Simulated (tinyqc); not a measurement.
From results back to parameters: free and nearly free electrons in a metal. Two cases, with inputs chosen for the exercise.

Problem. A free-electron metal with 4 atoms in the cubic cell and z electrons an atom has EF = c kF^2/m, (hbar omega_p)^2 = 8 pi c (e^2/(4 pi eps0)) n/m and kF = (3 pi^2 n)^(1/3), c = hbar^2/2m0.

Constants: hbar^2/2m0 = 3.80998211 eV angstrom^2; e^2/(4 pi eps0) = 14.39964547 eV angstrom.

Find: kF; m; z.

Method. (hbar omega_p)^2/EF = (8/(3 pi)) (e^2/(4 pi eps0)) kF gives kF; EF then gives m, and n = kF^3/(3 pi^2) gives z.

Case 1.

Values chosen (out of a larger set: near those of Al; not measured data): a = 4.083 angstrom (fcc lattice constant).

EF = 11.46478 eV
hbar omega_p = 15.59118 eV

Solution.

kF = 1.7347 1/angstrom
m = 1.00 m0
z = 3.00

Case 2.

Values chosen (out of a larger set: near those of Co, whose d bands this model ignores; not measured data): a = 3.519 angstrom (fcc lattice constant).

EF = 8.72485 eV
hbar omega_p = 13.69325 eV

Solution.

kF = 1.7583 1/angstrom
m = 1.35 m0
z = 2.00

Computed by tinyqc, one run a case: `OMP_NUM_THREADS=1 python tinyqc.py N N+1 out.jsonl` with N = 1651140, 1651206; one thread of a shared Intel(R) Xeon(R) Processor @ 2.30GHz, about 0.01 s a run at most.
